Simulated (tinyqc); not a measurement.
Quasi-harmonic thermal expansion with mode Grueneisen parameters: one step, computed by the program tinyqc.

A crystal with two atoms a cell; per atom there are 1 transverse acoustic (TA), 1/2 longitudinal acoustic (LA) and 3/2 optical (O) modes. Every frequency of group i scales as nu_i (V/V0)^(-gamma_i). The acoustic groups have Debye spectra, density 3 nu^2/nu_i^3 up to nu_i (40 Gauss-Legendre points); the optical group has one frequency. Static energy: E = (9 V0 B0/16) [y^3 B' + y^2 (2 - 4 y)], y = (V0/V)^(2/3) - 1, with pressure P_s = (3 B0/2) (z^7 - z^5) [1 + (3/4)(B' - 4)(z^2 - 1)], z = (V0/V)^(1/3).

Question. Mode groups at the static volume. For a mode with x = h nu/(k_B T), n = 1/(exp(x) - 1): U = h nu (n + 1/2), C/k_B = x^2 n (n + 1); U_i and C_i sum these over group i with its weight per atom. Phonon pressure P_ph = sum_i gamma_i U_i/V.

Inputs (values chosen for the exercise, for a model crystal):
```
quantity                       value             unit
static volume V0                13.8  angstrom^3/atom
frequency nu_TA                 2.45              THz
frequency nu_LA                 6.05              THz
frequency nu_O                  6.98              THz
Grueneisen parameter gamma_TA     -1                -
Grueneisen parameter gamma_LA    1.8                -
Grueneisen parameter gamma_O     1.7                -
temperature T                    300                K
```

Acoustic groups: Debye.

Constants: h x 1 THz = 4.135667696 meV; k_B = 8.617333262e-05 eV/K; 1 eV/angstrom^3 = 160.2176634 GPa.

Give: Groups; phonon pressure at V0.

Answer.

Groups:
```
group  h nu_i/(k_B T)  U_i (meV)  C_i (k_B)  gamma_i C_i (k_B)
TA             0.3919      26.05     0.9924            -0.9924
LA             0.9678      13.52     0.4773             0.8592
O               1.117      42.73      1.353              2.301
```

phonon pressure at V0 = 0.8235 GPa
